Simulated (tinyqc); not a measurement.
Inputs raised by 10 %, one at a time: vibrations of a mass or spring defect in a linear chain. Computed by tinyqc, a small Python program. Command: `OMP_NUM_THREADS=1 python tinyqc.py 3028216 3028217 out.jsonl localmode sens`. One thread of a shared host (Intel(R) Xeon(R) Processor @ 2.30GHz), about 0.05 s of CPU time with the checks.

A ring of N atoms with nearest-neighbour springs k and motion along the chain. Atom 1 is the defect, of mass M', and its two springs are k'. Odd sites are A (the defect replaces an A atom), even sites B.

Inputs (values chosen for the exercise, for a model chain):
```
quantity                         value           unit
spring constant k                 14.5  eV/angstrom^2
mass M_A                          71.6              u
mass M_B                           127              u
defect mass M'                    22.1              u
spring ratio k'/k at the defect    1.1              -
isotope mass step                    2              u
```

Host: diatomic.

Constants: nu for 1 eV/(angstrom^2 u) = 15.6333042 THz.

Method:
- Host bands: lambda from 0 to 2k/M(heavy) and from 2k/M(light) to 2k (1/M_A + 1/M_B).
- nu = 15.6333042 THz x sqrt(lambda), lambda in eV/(angstrom^2 u).
- D_ii = (sum of the two springs at i)/M_i, D_ij = -k_ij/sqrt(M_i M_j) for neighbours, closed into a ring.
- The same matrix for 120 atoms; amplitudes are the mass-weighted eigenvector, in size, relative to the defect, for the highest mode; its weight is the squared component of the normalised eigenvector on the defect.
- Raise M' by the isotope step in the 120-atom ring. First order, good only for a step much smaller than M': Delta nu/nu = -(1/2) (weight on the defect) Delta M'/M'; a defect vibrating against fixed neighbours would give sqrt(M'/(M' + step)) - 1.

Runs; columns: (1) input moved; (2) from; (3) to; (4) highest frequency, long ring (THz); (5) weight of the highest mode on the defect; (6) ratio to the top of the host band; (7) shift, exact (%):
```
(1)                                 (2)    (3)     (4)      (5)     (6)      (7)
base run                              -      -  19.655  0.90440  1.5798  -3.8216
spring constant k (eV/angstrom^2)  14.5  15.95  20.614  0.90440  1.5798  -3.8216
mass M_A (u)                       71.6  78.76  19.654  0.90490  1.6277  -3.8241
mass M_B (u)                        127  139.7  19.571  0.91363  1.5995  -3.8621
defect mass M' (u)                 22.1  24.31  18.831  0.89345  1.5135  -3.4510
spring ratio k'/k at the defect     1.1   1.21  20.606  0.90642  1.6562  -3.8311
```

Exponents ln(y'/y) / ln(x'/x); columns: (1) input; (2) highest frequency, long ring; (3) weight of the highest mode on the defect; (4) ratio to the top of the host band; (5) shift, exact:
```
(1)                                 (2)     (3)     (4)     (5)
spring constant k                 0.500   0.000   0.000   0.000
mass M_A                         -0.001   0.006   0.313   0.007
mass M_B                         -0.045   0.107   0.130   0.111
defect mass M'                   -0.450  -0.128  -0.450  -1.070
spring ratio k'/k at the defect   0.496   0.023   0.496   0.026
```

Which inputs matter most for each result?

Among the inputs moved here: highest frequency, long ring answers most in size to spring constant k (exponent +0.500), and about equally to spring ratio k'/k at the defect (+0.496). Its exponent +0.500 in spring constant k: all frequencies scale as sqrt(k). Weight of the highest mode on the defect answers most in size to defect mass M' (exponent -0.128), next to mass M_B (+0.107); its exponent is below 0.0005 for spring constant k. Ratio to the top of the host band answers most in size to spring ratio k'/k at the defect (exponent +0.496), next to defect mass M' (-0.450); its exponent is below 0.0005 for spring constant k. Its exponent 0.000 in spring constant k: ratios do not depend on k. shift, exact answers most in size to defect mass M' (exponent -1.070), next to mass M_B (+0.111); its exponent is below 0.0005 for spring constant k.

Extremes, crossings and ranges named in words are read from the listed rows.
